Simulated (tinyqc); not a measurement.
Inputs raised by 10 %, one at a time: donor or exciton in a quantum well (variational effective-mass method). Computed by tinyqc, a small Python program. Command: `OMP_NUM_THREADS=1 python tinyqc.py 3015235 3015236 out.jsonl welldonor sens`. One thread of a shared host (Intel(R) Xeon(R) Processor @ 2.30GHz), about 0.08 s of CPU time with the checks.

H = -nabla^2 - 2/|r - r_i| + V(z) in effective units; trial function psi = f(z) exp(-|r - r_i|/lambda), f the ground state of the well. Mass and screening are the same in well and barrier; l = L/a* is the width in effective units. Bands are flat: no polarisation or applied field.

Inputs (values chosen for the exercise, modelled on beta-Ga2O3):
```
quantity                              value  unit
electron mass m                       0.275   m_0
dielectric constant eps                9.94     -
well width L                            1.5    nm
donor position z_i/L from the centre    0.1     -
```

Centre: donor. Barriers: infinite.

Constants: Ry = 13.605693123 eV; a_0 = 0.529177210903 angstrom.

Method:
- Ry* = Ry m/eps^2, a* = a_0 eps/m; l = L/a*.
- k = pi/l; f = cos(k z) inside and zero outside; subband energy k^2 Ry*.
- Binding E_b(lambda) = -1/lambda^2 + 4 A/(lambda B), with A = int f^2 exp(-2 s/lambda) dz, B = int f^2 exp(-2 s/lambda)(1 + 2 s/lambda) dz and s = |z - z_i|; 40 Gauss-Legendre points on each piece between the walls at z = -l/2 and l/2 and z_i.
- Golden-section search for the maximum over lambda from 0.3 to 4, 40 steps.

Runs:
```
input moved                            from      to  binding energy (meV)  radius lambda a* (nm)  binding in Ry*  subband energy (meV)
base run                                  -       -                88.829                 1.5043          2.3457                607.73
electron mass m (m_0)                 0.275  0.3025                94.820                 1.3970          2.2763                552.48
dielectric constant eps                9.94  10.934                75.587                 1.6202          2.4152                607.73
well width L (nm)                       1.5    1.65                86.200                 1.5367          2.2763                502.25
donor position z_i/L from the centre    0.1    0.11                88.183                 1.5121          2.3287                607.73
```

Exponents ln(y'/y) / ln(x'/x):
```
input                                 binding energy  radius lambda a*  binding in Ry*  subband energy
electron mass m                                0.685            -0.777          -0.315              -1
dielectric constant eps                       -1.694             0.778           0.306               0
well width L                                  -0.315             0.223          -0.315              -2
donor position z_i/L from the centre          -0.076             0.054          -0.076               0
```

Among the inputs moved here: binding energy answers most in size to dielectric constant eps (exponent -1.694), next to electron mass m (+0.685). Radius lambda a* answers most in size to dielectric constant eps (exponent +0.778), and about equally to electron mass m (-0.777). Binding in Ry* answers most in size to electron mass m (exponent -0.315), and about equally to well width L (-0.315). Subband energy answers most in size to well width L (exponent -2.000), next to electron mass m (-1.000); its exponent is below 0.0005 for dielectric constant eps, donor position z_i/L from the centre. Its exponent -1.000 in electron mass m: an infinite well, E as 1/m. Its exponent -2.000 in well width L: an infinite well, E as 1/L^2.

Caution (all rows): so narrow a well has large confinement energy, where non-parabolicity and barrier penetration matter.
